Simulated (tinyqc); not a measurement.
Hydrogen passivation of interface dangling bonds: competing passivation and dissociation with distributed barriers: one step, computed by the program tinyqc.

P_b + H2 gives P_bH + H at the rate k_f [H2]; P_bH gives P_b + H at the rate k_d. All defects start unpassivated. E_f and E_d are Gaussian and independent.

Task: Distributed barriers. [H2] = solubility factor x p; a = k_f0 [H2] exp(-E_f/(k_B T)), d = k_d0 exp(-E_d/(k_B T)). For one pair of barriers the active share is y = [d + a exp(-(a + d) t)]/(a + d). Temperatures in kelvin are T(C) + 273.15. Average y over both Gaussians with 40 x 40 Gauss-Hermite points. Active density N0 y; threshold shift if each active defect holds one charge, e N0 y t_ox/(3.9 eps_0).

Inputs (values chosen for the exercise, close to those used for P_b centres at the silicon-oxide interface):
```
quantity                                      value          unit
defect density N0                           1.4e+12        1/cm^2
passivation prefactor k_f0                  8.7e-08        cm^3/s
mean passivation barrier E_f                   1.47            eV
spread sigma_f                                0.051            eV
dissociation prefactor k_d0                 7.9e+12           1/s
mean dissociation barrier E_d                  2.61            eV
spread sigma_d                                 0.12            eV
H2 in the oxide per atm, solubility factor  1.7e+18  1/(cm^3 atm)
hydrogen pressure p                            0.03           atm
anneal temperature T                            525             C
anneal time t                                    83             s
oxide thickness                                 3.5            nm
```

Constants: k_B = 8.617333262e-05 eV/K; e = 1.602176634e-19 C; eps_0 = 8.8541878128e-12 F/m.

Give: active share y; active density; threshold shift.

Result:

active share y = 6.6719e-04

active density = 9.3407e+08 1/cm^2

threshold shift = 0.15169 mV

Caution: densities below a few 1e9 per cm^2 are formal: other defects set the floor in real interfaces.
